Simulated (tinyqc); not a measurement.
What each change does: conductance of a narrow metal strip with scatterers (square lattice, Green functions).

A strip of W sites across with hard walls, site energy 0 and hopping -t. Mode n = 1 to W has profile chi_n(j) = sqrt(2/(W + 1)) sin(n j pi/(W + 1)) and energy en = -2t cos(n pi/(W + 1)); E = en - 2t cos(kn a). With z_n = exp(i kn a) (Im k > 0 for closed modes, |z| < 1) each lead gives the self-energy -t z_n in mode n. One column carries the site energies v, here a uniform barrier across the strip, as of a grain boundary. In the mode basis V_nm = sum_j chi_n(j) v_j chi_m(j), G = (E - en + 2 t z_n - V)^-1, and t_nm = 2t sqrt(sin(kn a) sin(km a)) G_nm in size for open modes. T = sum |t_nm|^2, conductance (2e^2/h) T.

Constants: e^2/h = 3.874045865e-05 S.

Inputs chosen for the exercise (hopping and spacing of the size met in Cu or Al; the lattice is a model; shifted at random, so the results belong to these values and not to a real crystal): t = 1.67 eV (hopping); W = 5 (sites across); E = -4.07 eV (Fermi energy); v = (1.2, 1.2, 1.2, 1.2, 1.2) eV (site energies in the scattering column).

Open modes M, T and the added resistance (1/T - 1/M)/(2 e^2/h).

Results for these values:
```
case  M       T  added resistance (ohm)
base  2  1.6609                    1318
```

What happens to each result for v = (1.56, 1.56, 1.56, 1.56, 1.56) eV, all else kept?

Answer: M does not change at the printed digits; T falls from 1.6609 to 1.4897; added resistance rises from 1318 to 2210.

The same for each parameter in turn:
```
case                                   M       T  added resistance (ohm)
base                                   2  1.6609                    1318
t = 1.737 eV                           2  1.7052                    1116
E = -3.94 eV                           2  1.6813                    1223
v = (1.56, 1.56, 1.56, 1.56, 1.56) eV  2  1.4897                    2210
```

Program tinyqc; command `OMP_NUM_THREADS=1 python tinyqc.py 1452799 1452800 out.jsonl`; about 0.01 s on one thread of a shared Intel(R) Xeon(R) Processor @ 2.30GHz.
